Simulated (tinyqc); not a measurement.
Bias-temperature instability, empirical power law with universal recovery: one step of the calculation.

Threshold-voltage shift at the end of a stress: dV = A (V/V0)^g exp[-(Ea q/kB)(1/T - 1/T0)] (t/1 s)^n. After a delay tr the permanent share pp stays and the rest falls by r = 1/(1 + B (tr/t)^be). An empirical model: its parameters are fits, not properties.

Task. Shift and lifetime at use conditions. The lifetime solves dV = dc; ten years are 3.15576e8 s.

Inputs (values chosen for the exercise): reference stress voltage V0 = 1.4 V; reference temperature T0 = 373 K; shift after 1 s at V0 and T0 A = 29 mV; time exponent n = 0.19; voltage exponent g = 6.7; apparent activation energy of the shift Ea = 0.15 eV; use voltage V = 1.08 V; use temperature T = 328 K; failure criterion dc = 50 mV.

Constants: q = 1.602176634e-19 C, kB = 1.380649e-23 J/K. Results are converted to the units shown.

Wanted: voltage factor; temperature factor; shift after ten years; lifetime; largest voltage for ten years.

Result.

voltage factor = 0.17574
temperature factor = 0.52716
shift after ten years = 110.68 mV
lifetime = 0.1527 years
largest voltage for ten years = 0.95922 V

The device fails: the shift at ten years is above dc. In time the voltage exponent is g/n = 35.3 and the activation energy Ea/n = 0.789 eV.

Program tinyqc, `OMP_NUM_THREADS=1 python tinyqc.py 2070065 2070066 out.jsonl`; Intel Xeon 2.30GHz, shared host, one thread, about 0.01 s.
